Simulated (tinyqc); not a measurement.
Anisotropic wet etching of Si(100): plane rates, V-grooves, membranes and undercut: one step, computed by the program tinyqc.

A long slot opens the mask on a (100) wafer. The floor etches at R100; (111) walls stand at theta = arctan(sqrt2) = 54.7356 degrees to the surface and recede at R111 along their normal.

Question. Shape after the time t. A misaligned edge exposes ledges and adds R100 sin(misalignment) to the lateral rate (a simple estimate): u = R111/sin(theta) + R100 sin(misalignment). Top width W = w + 2 u t; floor width b = W - 2 z/tan(theta) = W - sqrt2 z. The floor lasts until b = 0, at t_V = w/(sqrt2 R100 - 2u); depth z = R100 t before t_V and W/sqrt2 after.

Inputs (values chosen for the exercise, close to those used for potassium hydroxide solutions):

| quantity | value | unit |
|---|---|---|
| bath temperature T | 75 | C |
| width w (mask opening along <110>, or membrane width in the design step) | 21 | um |
| misalignment of the mask | 0 | degrees |
| etch time t | 110 | min |

R100 = 1.381882 um/min

R111 = 0.02610415 um/min

Give: lateral rate u; time t_V to close the V; top width W; depth z; floor width b.

Answer.

lateral rate u = 0.03197 um/min

time t_V to close the V = 11.11 min

top width W = 28.03 um

depth z = 19.82 um

floor width b = 0 um

The groove has closed to a V and now deepens at sqrt2 u = 0.0452 um/min, 3.3 % of R100.
